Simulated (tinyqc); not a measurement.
# Disorder broadening of a semi-elliptic band in the self-consistent Born approximation: effect of the mixing

The local Green function is G = g0(z - Sigma) with z = E + i eta and g0(z) = (z - sqrt(z - 2t) sqrt(z + 2t))/(2 t^2), principal roots; the self-energy is Sigma = D G. The density of states is -Im G/pi.

G = g0(z - Sigma), Sigma(out) = D G, Sigma(new) = Sigma + mix (Sigma(out) - Sigma). Iterations from Sigma = 0 until |Sigma(out) - Sigma| < 1e-10 eV, at most 500. The factor is |1 - mix + mix L|, L = d Sigma(out)/d Sigma at the solution.

Parameters, values chosen for the exercise:
```
symbol,value,unit,meaning
t,1,eV,hopping
D,0.051,eV^2,variance of the random site energy
eta,0.01,eV,bare broadening
E,-0.128,eV,energy from the band centre
```

Effect of the mixing:

| mix | iterations | factor |
|---|---|---|
| 0.1 | 187 | 0.8975 |
| 0.2 | 89 | 0.7951 |
| 0.3 | 56 | 0.6926 |
| 0.5 | 29 | 0.4876 |
| 0.7 | 17 | 0.2827 |
| 0.85 | 11 | 0.1290 |
| 1 | 7 | 0.02479 |

L = -0.0247+0.002i. The fewest iterations, 7, come at mix = 1; the smallest factor, 0.0248, is at mix = 1. As a function of mix the factor has its minimum at Re(1 - L)/|1 - L|^2 = 0.976, so the damped rows are slower.

Range of the model: The self-consistent Born approximation misses band tails from rare fluctuations and localisation.

Numbers from tinyqc (`OMP_NUM_THREADS=1 python tinyqc.py 2720005 2720006 out.jsonl`; about 0.01 s on one thread of a shared Intel Xeon 2.30GHz).
